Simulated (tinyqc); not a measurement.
Straight dislocations in isotropic elasticity: fields, energies, partials, Peierls stress and walls: one step, computed by the program tinyqc. Command: `OMP_NUM_THREADS=1 python tinyqc.py 3024655 3024656 out.jsonl disloc walk`. One thread of a shared host (Intel(R) Xeon(R) Processor @ 2.30GHz), about 0.01 s of CPU time with the checks.

The line runs along z, the glide plane is y = 0, and beta is the angle between b and the line (0 screw, 90 degrees edge): b_e = b sin(beta) along +x with the extra half plane at y > 0, b_s = b cos(beta). Stress is positive in tension.

Question. Strength from dislocations. Frank-Read source, averaged over the loop: tau = G b/(2 pi l) [(1 - nu/2)/(1 - nu)] ln(l/r0). Taylor hardening: tau = 0.3 G b sqrt(rho).

Inputs (values chosen for the exercise, modelled on gold):
```
quantity                   value      unit
shear modulus G             26.1       GPa
Poisson ratio nu           0.436         -
Burgers vector b           2.884  angstrom
dislocation density rho  2.5e+14     1/m^2
core radius r0/b             0.5         -
source length l              130        nm
```

Give: Frank-Read stress; Taylor stress.

Answer.

Frank-Read stress = 86.938 MPa

Taylor stress = 35.705 MPa

Caution: the source is longer than the mean dislocation spacing 1/sqrt(rho), so the forest would pin it into shorter segments and its stress is only formal.
